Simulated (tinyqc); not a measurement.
Vertical double-diffused power MOSFET, components of the on-resistance: one step of the calculation.

Stripe cells of pitch Wp + a, two channels a cell. Current flows through the channels, spreads in the accumulation layer, passes the gap between the p bodies and spreads at 45 degrees into the drift layer below them. Low drain voltage, full ionisation.

Task. Drift layer. Triangular field at breakdown with Ec = Kc N^(1/8): BV = eps0 eps_r Ec^2/(2 q N), so N = (eps0 eps_r Kc^2/(2 q BV))^(4/3); W = 2 BV/Ec; mu = mud (T/300 K)^(-bt); rho = 1/(q mu N); ideal resistance rho W.

Values chosen for this exercise; bulk values close to those of gallium nitride: temperature T = 300 K; relative permittivity eps_r = 9.14; critical-field constant Kc = 26200 V/cm per (cm^-3)^(1/8); rated breakdown voltage of the drift layer BV = 900 V; drift mobility at 300 K mud = 865 cm^2/(V s); temperature exponent of the drift mobility bt = 2.1.

Constants: q = 1.602176634e-19 C, eps0 = 8.8541878128e-14 F/cm where lengths are in cm. Results are converted to the units shown.

Give: N; Ec; W; mu; rho; ideal resistance.

Result.

N = 2.3967e16 cm^-3
Ec = 2.9225 MV/cm
W = 6.1591 um
mu = 865.00 cm^2/(V s)
rho = 0.30106 ohm cm
ideal resistance = 0.18543 mohm cm^2

Program tinyqc, `OMP_NUM_THREADS=1 python tinyqc.py 2230004 2230005 out.jsonl`; Intel Xeon 2.30GHz, shared host, one thread, about 0.01 s.
